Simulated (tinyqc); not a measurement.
## Frequency dispersion of an accumulation capacitance by border traps, distributed model: effect of the semiconductor capacitance in accumulation

Traps spread evenly through the insulator exchange electrons with the semiconductor by tunnelling, with tau(x) = t0 exp(2 ka x) at depth x from the interface. The admittance per area Y seen at depth x obeys dY/dx = -Y^2/(i w eps0 eox) + q Nb ln(1 + i w tau)/tau, with Y(0) = i w Cs and w = 2 pi f; the gate sees Y(tox) = G + i w C. Working variable y = Y/(i w), in uF/cm^2. Cox = eps0 eox/tox.

Cox; trap-free value 1/(1/Cox + 1/Cs); response depth d = ln(1/(w t0))/(2 ka), where w tau = 1; lumped estimate: all traps within d act as C_bt = q Nb d placed at d/2, so C = 1/{1/[1/(1/Cs + d/(2 eps0 eox)) + C_bt] + (tox - d/2)/(eps0 eox)}. C and G from a fine integration; dispersion -d C/d log10 f over C, from f times and over 1.1. For a broad spread of time constants G/w is close to -(pi/2) dC/d ln w.

Parameters, values chosen for the exercise; permittivity close to that of silicon dioxide: relative permittivity of the insulator eox = 3.71; insulator thickness tox = 5.2 nm; density of border traps Nb = 1.3e20 cm^-3 eV^-1; decay constant of the wave function in the insulator ka = 5.5 1/nm; time constant of a trap at the interface t0 = 8e-11 s; frequency f = 1e5 Hz.

Constants: q = 1.602176634e-19 C, eps0 = 8.8541878128e-14 F/cm where lengths are in cm. Results are converted to the units shown.

The same in every row: d (nm) = 0.8998.

Results:
columns A: Cs (uF/cm^2); B: C (uF/cm^2); C: G/w (uF/cm^2); D: dispersion (% a decade); E: -(pi/2) dC/d ln w (uF/cm^2); F: lumped C (uF/cm^2); G: trap-free C (uF/cm^2)
```
A          B         C      D         E       F       G
0.2   0.5513   0.02654  6.978   0.02625  0.5183  0.1519
0.75  0.5710   0.02219  5.658   0.02204  0.5442  0.3429
1.4   0.5863   0.01908  4.752   0.01900  0.5637  0.4353
2.8   0.6055   0.01552  3.753   0.01550  0.5873  0.5154
5.4   0.6223   0.01274  3.002   0.01274  0.6072  0.5656
10    0.6343   0.01093  2.525   0.01093  0.6211  0.5942
20    0.6431  0.009679  2.205  0.009676  0.6311  0.6124
```

Estimate the missing row, Cs = 0.39 uF/cm^2.

Computed row:
columns A: Cs (uF/cm^2); B: C (uF/cm^2); C: G/w (uF/cm^2); D: dispersion (% a decade); E: -(pi/2) dC/d ln w (uF/cm^2); F: lumped C (uF/cm^2); G: trap-free C (uF/cm^2)
```
A          B        C      D        E       F       G
0.39  0.5591  0.02477  6.435  0.02454  0.5287  0.2411
```

With this row back in the table: As Cs goes from 0.2 to 20, C rises from 0.551 to 0.643 uF/cm^2, the dispersion falls from 6.98 to 2.21 % a decade and G/w falls from 0.0265 to 0.00968 uF/cm^2. The lumped estimate is 6.0 % below C in the first row and 1.9 % below it in the last. The same traps disperse C more when Cs is small, since they then add to the weaker series term.

Program tinyqc, `OMP_NUM_THREADS=1 python tinyqc.py 2202156 2202157 out.jsonl`; Intel Xeon 2.30GHz, shared host, one thread, about 0.5 s.
